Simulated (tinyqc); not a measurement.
Carrier lifetime from Shockley-Read-Hall, radiative, Auger and surface recombination: one step, computed by the program tinyqc. Command: `OMP_NUM_THREADS=1 python tinyqc.py 3026130 3026131 out.jsonl lifetime walk`. One thread of a shared host (Intel(R) Xeon(R) Processor @ 2.30GHz), about 0.02 s of CPU time with the checks.

Energies are counted from the top of the valence band. Boltzmann statistics, full ionisation, and equal excess densities of electrons and holes.

Task: Lifetimes at the given injection. With n = n_0 + dn, p = p_0 + dn and U/dn = 1/tau: (n p - n_i^2)/dn = n_0 + p_0 + dn = s; 1/tau_SRH = s/[tau_p0 (n + n1) + tau_n0 (p + p1)]; 1/tau_rad = B s; 1/tau_Aug = (C_n n + C_p p) s; the rates add, with 1/tau_s. Radiative efficiency = tau_eff/tau_rad; effective diffusion length = sqrt(D tau_eff).

Inputs (values chosen for the exercise, with bands modelled on CdTe): temperature T = 250 K; doping N = 2.1e+17 cm^-3; radiative coefficient B = 1.8e-10 cm^3/s; Auger coefficient C_n = 4.8e-30 cm^6/s; Auger coefficient C_p = 5.9e-32 cm^6/s; excess density dn = 3.9e+12 cm^-3; diffusion coefficient D = 20 cm^2/s.

Doping: n-type. Surface term: two equal surfaces.

n_0 = 2.10e+17 cm^-3

p_0 = 6.087991e-13 cm^-3

tau_p0 = 1.211416e-06 s

n1 = 3.687636e-09 cm^-3

tau_n0 = 2.234583e-06 s

p1 = 3.466932e+13 cm^-3

tau_s = 1.118891e-07 s

Give: tau_SRH at dn; tau_rad at dn; tau_Aug at dn; effective lifetime at dn; radiative efficiency at dn; effective diffusion length at dn.

Result:

tau_SRH at dn = 1.212e-06 s

tau_rad at dn = 2.645e-08 s

tau_Aug at dn = 4.724e-06 s

effective lifetime at dn = 2.093e-08 s

radiative efficiency at dn = 0.7912

effective diffusion length at dn = 6.470 micrometre

Caution: the doping is near the effective density of states, where Boltzmann statistics fail and the gap narrows.
